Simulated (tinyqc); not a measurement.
Double-gate transistor below threshold, two-dimensional Poisson equation on a small mesh: two steps of the calculation.

Half of a symmetric double-gate structure: row 0 is the mid-plane of the body, where the normal field vanishes. Mobile charge is neglected (subthreshold), the body is fully depleted, and potentials are counted from the intrinsic level; rows run upward to the gate, columns from source to drain.

Inputs (values chosen for the exercise); semiconductor permittivity close to that of silicon: relative permittivity of the semiconductor eps_r = 11.6; relative permittivity of the insulator eox = 9; half the body thickness tb = 3 nm; insulator thickness tox = 2.8 nm; channel length L = 28 nm; acceptor density of the depleted body Na = 0 cm^-3.

Constants: q = 1.602176634e-19 C, eps0 = 8.8541878128e-14 F/cm where lengths are in cm. Results are converted to the units shown.

Question 1. Coefficients of the five-point equations. Mesh: rows i = 0..1 in the semiconductor (step hs = tb/1, row 1 on the interface), then 1 step(s) ho = tox/1 up to the gate row 2; columns j = 0..4 (step hy = L/4). Box integration, divided by eps0: up_i = eps hy/h of the interval above row i, dn_i = that of the interval below (0 for row 0), lat_i = (sum of eps h/2 over the intervals above and below)/hy, s_i = -q Na w_i hy/eps0 with w_i the semiconductor height of the box (hs/2 for row 0 and the interface row, hs between, 0 in the insulator). Each free node obeys (up + dn + 2 lat) psi = up psi(above) + dn psi(below) + lat [psi(left) + psi(right)] + s.

Give: up; dn; lat; s.

Answer 1.

```
row     up     dn    lat  s (V)
0    27.07      0  2.486      0
1    22.50  27.07  4.286      0
```

Question 2. Gauss-Seidel sweep. Free nodes: rows 0..1, columns 1..3, taken row by row from row 0, left to right. t = (up psi(above) + dn psi(below) + lat [psi(left) + psi(right)] + s)/(up + dn + 2 lat), with the newest neighbours; psi(new) = t.

psi at the start (fixed values on the edges, free nodes at zero) (V):
```
              j=0         j=1         j=2         j=3         j=4
row 0   0.4700000   0.0000000   0.0000000   0.0000000   1.1700000
row 1   0.4700000   0.0000000   0.0000000   0.0000000   1.1700000
row 2  -0.1400000  -0.1400000  -0.1400000  -0.1400000  -0.1400000
```

```
row         up         dn        lat  s (V)
0    27.066667          0  2.4857143      0
1         22.5  27.066667  4.2857143      0
```

Give: psi after iteration 1.

Answer 2.

psi after iteration 1 (V):
```
          j=0     j=1     j=2     j=3     j=4
row 0   0.470   0.036   0.003   0.091   1.170
row 1   0.470  -0.003  -0.053   0.071   1.170
row 2  -0.140  -0.140  -0.140  -0.140  -0.140
```

Program tinyqc, `OMP_NUM_THREADS=1 python tinyqc.py 2480174 2480175 out.jsonl`; Intel Xeon 2.30GHz, shared host, one thread, about 0.1 s.
